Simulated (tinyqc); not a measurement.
# Square on-chip spiral inductor, lumped pi model: effects of single changes

Outer diameter do = di + 2 n wd + 2 (n - 1) sp, mean da = (do + di)/2, fill p = (do - di)/(do + di), length l = 4 n da. L = 2.34 mu0 n^2 da/(1 + 2.75 p), mu0 = 4 pi 1e-7 H/m. Rs = rho l/(wd delta (1 - exp(-th/delta))), delta = sqrt(rho/(pi f mu0)). Cs = n wd^2 eps0 eo/hu across the coil. At each end Cox = l wd eps0 eo/(2 ho) leads to the substrate branch Rsi = 2 rs he/(l wd) in parallel with Csi = l wd eps0 11.7/(2 he). With one end grounded Y = 1/(Rs + i w L) + i w Cs + 1/[1/(i w Cox) + 1/(1/Rsi + i w Csi)], w = 2 pi f; Q = -Im Y/Re Y. Eddy currents in neighbouring turns and in the substrate are left out.

Inputs (values chosen for the exercise); values of the order met in silicon radio-frequency processes: number of turns n = 3.5; line width wd = 8 um; space between turns sp = 3 um; inner diameter di = 40 um; metal thickness th = 3.4 um; metal resistivity rho = 2.2 uohm cm; oxide below the coil ho = 4.3 um; oxide between coil and underpass hu = 1.5 um; relative permittivity of the oxide eo = 3; substrate resistivity rs = 20 ohm cm; effective spreading depth in the substrate he = 30 um; frequency f = 4.7 GHz.

Constants: eps0 = 8.8541878128e-12 F/m. Results are converted to the units shown.

Each table varies one quantity; the others keep the values above.

## Quality factor against frequency

Apparent inductance Im(1/Y)/w; share of the loss Re(substrate branch)/Re Y.

Results:

| f (GHz) | Rs (ohm) | w L/Rs | Q | apparent inductance (nH) | loss in the substrate (%) |
|---|---|---|---|---|---|
| 0.66 | 1.4505 | 3.3908 | 3.3877 | 1.1866 | 0.028531 |
| 1.1 | 1.6573 | 4.9460 | 4.9296 | 1.1877 | 0.16802 |
| 1.8 | 1.9317 | 6.9438 | 6.8603 | 1.1901 | 0.81817 |
| 2.9 | 2.2943 | 9.4192 | 9.0553 | 1.1951 | 3.0423 |
| 7.8 | 3.5016 | 16.600 | 12.707 | 1.2367 | 19.976 |
| 13 | 4.4644 | 21.700 | 12.169 | 1.3286 | 36.890 |
| 21 | 5.6504 | 27.696 | 8.8958 | 1.6322 | 55.297 |
| 34 | 7.1815 | 35.281 | 2.6820 | 3.8326 | 72.043 |

Estimate the missing row, f = 4.7 GHz.

Computed row:

| f (GHz) | Rs (ohm) | w L/Rs | Q | apparent inductance (nH) | loss in the substrate (%) |
|---|---|---|---|---|---|
| 4.7 | 2.7925 | 12.543 | 11.240 | 1.2063 | 8.7098 |

With this row back in the table: Q goes from 3.39 through a maximum of 12.7 (at f = 7.8 GHz among the rows listed) to 2.68; the exact peak is 12.8 at 9.12 GHz and Q reaches zero at the self-resonance, 39.9 GHz. The share of the substrate rises from 0.0285 to 72.0 %, and the apparent inductance ends at 3.23 times L. At the peak the substrate takes 24.6 % of the loss. For f = 34 the coil is longer than 0.15 of a wavelength in the oxide, where one lumped section is rough.

## Effect of the metal thickness

Same model as above.

Peak Q and its frequency from a search over f; self-resonance where Im Y = 0; Q at the given f (negative beyond resonance).

The same in every row: L (nH) = 1.186; do (um) = 111.0.

Results:

| th (um) | peak Q | f of the peak (GHz) | self-resonance (GHz) | Q at f |
|---|---|---|---|---|
| 0.5 | 7.924 | 14.43 | 39.88 | 4.565 |
| 0.9 | 10.07 | 12.38 | 39.89 | 6.853 |
| 2 | 12.22 | 10.06 | 39.89 | 9.988 |
| 3 | 12.73 | 9.286 | 39.89 | 11.03 |
| 4 | 12.88 | 8.969 | 39.89 | 11.44 |
| 6 | 12.94 | 8.801 | 39.89 | 11.67 |
| 9 | 12.95 | 8.779 | 39.89 | 11.71 |

Estimate the missing row, th = 1.5 um.

Computed row:

| th (um) | peak Q | f of the peak (GHz) | self-resonance (GHz) | Q at f |
|---|---|---|---|---|
| 1.5 | 11.61 | 10.80 | 39.89 | 8.960 |

With this row back in the table: As th goes from 0.5 to 9, L stays at 1.19 nH, the peak Q rises from 7.92 to 12.9, its frequency falls from 14.4 to 8.78 GHz and the self-resonance stays near 39.9 GHz. Once th exceeds a few skin depths Rs no longer falls.

Computed by the program tinyqc: `OMP_NUM_THREADS=1 python tinyqc.py 2302247 2302248 out.jsonl`, one thread of a shared Intel Xeon 2.30GHz, about 0.01 s for the whole run.
